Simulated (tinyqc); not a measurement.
What each parameter does: Bethe-Salpeter matrix of a two-band chain (Tamm-Dancoff form).

One valence and one conduction band, lattice period 1, mesh k = 2 pi j/N. Pair energies D(k) = Eg + 2 t sum(1 - cos k), t = tc + tv. Screened attraction W(R) = U at R = 0 and V/|R| otherwise, R over the N cells with the nearest image; W(q) = sum_R W(R) cos(q R). H(k, k') = D(k) delta - W(k - k')/Nk + 2 J/Nk for singlets (J = 0 for triplets), Nk the number of k points. With a constant transition dipole the strength of a state is f = (sum_k A_k)^2/Nk, and the f sum to 1.

Values chosen for the exercise:
```
symbol  value  unit  meaning
Eg      6      eV    quasiparticle gap
tc      0.52   eV    conduction hopping
tv      0.24   eV    valence hopping
U       1.09   eV    attraction in the same cell
V       0.48   eV    attraction at one cell distance
J       0.44   eV    exchange in the same cell
```

N = 100: lowest singlet, its binding and f, and the singlet-triplet splitting.

Results for these values:
```
case  singlet (eV)  binding (eV)      f  splitting (eV)
base        5.7415        0.2585  0.193          0.2857
```

What happens to each result for tc = 0.68 eV, all else kept?

Answer: singlet rises from 5.7415 to 5.7525; binding falls from 0.2585 to 0.2475; f falls from 0.193 to 0.185; splitting falls from 0.2857 to 0.2616.

The same for each parameter in turn:
```
case          singlet (eV)  binding (eV)      f  splitting (eV)
base                5.7415        0.2585  0.193          0.2857
Eg = 6.2 eV         5.9415        0.2585  0.193          0.2857
tc = 0.68 eV        5.7525        0.2475  0.185          0.2616
tv = 0.14 eV        5.7334        0.2666  0.198          0.3044
U = 1.31 eV         5.6927        0.3073  0.252          0.3489
V = 0.58 eV         5.6831        0.3169  0.190          0.2736
J = 0.66 eV         5.8066        0.1934  0.110          0.3509
```

At zero total momentum only the sum tc + tv enters.

Run: tinyqc, `OMP_NUM_THREADS=1 python tinyqc.py 1250702 1250703 out.jsonl`; Intel(R) Xeon(R) Processor @ 2.30GHz, one thread, shared host; about 0.1 s of CPU time with all checks.
